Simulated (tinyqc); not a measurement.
What moves the results: thin-film optics by transfer matrices. A value that a table varies takes the place of the one given here.

Indices N = n + i k. Snell: N0 sin(theta) = N_j sin(theta_j), with Im(N_j cos theta_j) >= 0. Admittance y_j = N_j cos theta_j for s and N_j/cos theta_j for p. Phase delta_j = 2 pi N_j cos theta_j d_j/lambda. Layer matrix [[cos delta, -i sin delta/y], [-i y sin delta, cos delta]], multiplied from the top down to M. (B, C) = M (1, y_sub); r = (y0 B - C)/(y0 B + C), R = |r|^2, T = 4 Re y0 Re y_sub/|y0 B + C|^2, absorbed in the films 1 - R - T.

Ellipsometry: rho = tan(Psi) exp(i Delta) = -conj(r_p/r_s) with the r of the admittance formula, Delta in 0 to 360 degrees, so that a bare dielectric at small angles gives Delta = 180.

Inputs chosen for the exercise (indices near those of Si3N4 on Cu; not measured data):
```
symbol  value          unit     meaning
lam     633            nm       vacuum wavelength
n0      1                       ambient index
n       (2.03, 0.268)           n of Si3N4, substrate
k       (0, 3.525)              k in the same order
d       (124)          nm       thicknesses, top first
theta   45             degrees  angle of incidence
pol     p                       polarisation
```

## Swing curve: thickness of the top film

The first entry of d takes the values listed.

Stack:
```
d_1 (nm)       R       T  absorbed
124.0     0.9088  0.0912    0.0000
151.7     0.9077  0.0923    0.0000
179.4     0.8766  0.1234    0.0000
207.2     0.8174  0.1826    0.0000
234.9     0.8216  0.1784    0.0000
262.6     0.8802  0.1198    0.0000
290.3     0.9088  0.0912    0.0000
318.0     0.9078  0.0922    0.0000
345.8     0.8764  0.1236    0.0000
373.5     0.8175  0.1825    0.0000
401.2     0.8215  0.1785    0.0000
428.9     0.8801  0.1199    0.0000
456.7     0.9088  0.0912    0.0000
```

R swings between 0.8174 and 0.9088 on these points. The period is lambda/(2 Re(N_1 cos theta_1)) = 166.3 nm, six rows. The film does not absorb, so the swing repeats exactly. The swing ratio (max - min)/mean is 0.10.

## Angle of incidence

Both polarisations.

Stack:
```
theta (degrees)     R_s     R_p    Psi   Delta
0                0.9368  0.9368  45.00  180.00
15               0.9387  0.9343  44.93  179.89
30               0.9441  0.9260  44.72  180.47
45               0.9524  0.9088  44.33  184.52
55               0.9595  0.8890  43.91  191.65
60               0.9637  0.8751  43.62  197.51
65               0.9685  0.8577  43.26  205.68
70               0.9737  0.8362  42.82  217.22
75               0.9796  0.8120  42.32  234.07
80               0.9860  0.7950  41.92  259.97
85               0.9929  0.8287  42.41  301.22
```

R_s and R_p agree at normal incidence (0.9368). R_p is lowest at 80 degrees of those listed (0.7950), where R_s = 0.9860: the two are within a factor 2 of each other, so the minimum selects polarisation poorly. R_s rises steadily with the angle.

## Sensitivity of the reflectance

R for both polarisations. Each row changes one parameter from the base and keeps the others.

Results:
```
case                   R_s     R_p     T_s
base                0.9524  0.9088  0.0476
d = (129) nm        0.9544  0.9106  0.0456
n = (2.071, 0.268)  0.9542  0.9109  0.0458
k = (0, 3.888)      0.9578  0.9201  0.0422
lam = 638 nm        0.9519  0.9083  0.0481
theta = 50 degrees  0.9558  0.9000  0.0442
```

The largest shifts from the base row, up to three for each result and ties (the steps differ in size, so this ranks the rows, not the parameters). R_s: k +0.0055, theta +0.0034, d +0.0020. R_p: k +0.0114, theta -0.0088, n +0.0021. T_s: k -0.0055, theta -0.0034, d -0.0020.

tinyqc: `OMP_NUM_THREADS=1 python tinyqc.py 1680875 1680876 out.jsonl`; about 0.02 s, one thread, shared Intel(R) Xeon(R) Processor @ 2.30GHz.
